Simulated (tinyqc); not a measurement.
From results back to parameters: Lorentz oscillators and the Kramers-Kronig relations. Five cases, with inputs chosen for the exercise.

Problem. At normal incidence from vacuum the amplitude r = (1 - N)/(1 + N) with N = n + i k is written r = -sqrt(R) exp(i theta). R and the phase theta are given.

Case 1.

R = 0.258249
theta = 0.164725 rad

Case 2.

R = 0.131990
theta = 0.033114 rad

Case 3.

R = 0.051368
theta = 0.029977 rad

Case 4.

R = 0.184396
theta = 0.049249 rad

Case 5.

R = 0.018933
theta = 0.052933 rad

Find: n; k; eps1; eps2.

Solution. N = (1 - r)/(1 + r) = (1 + sqrt(R) exp(i theta))/(1 - sqrt(R) exp(i theta)); eps = N^2.

Case 1.

n = 2.902
k = 0.652
eps1 = 7.99
eps2 = 3.78

Case 2.

n = 2.139
k = 0.059
eps1 = 4.57
eps2 = 0.25

Case 3.

n = 1.586
k = 0.023
eps1 = 2.51
eps2 = 0.07

Case 4.

n = 2.497
k = 0.129
eps1 = 6.22
eps2 = 0.65

Case 5.

n = 1.318
k = 0.020
eps1 = 1.74
eps2 = 0.05

Computed by tinyqc, one run a case: `OMP_NUM_THREADS=1 python tinyqc.py N N+1 out.jsonl` with N = 1681787, 1681978, 1681995, 1682175, 1682194; one thread of a shared Intel(R) Xeon(R) Processor @ 2.30GHz, about 0.2 s a run at most.
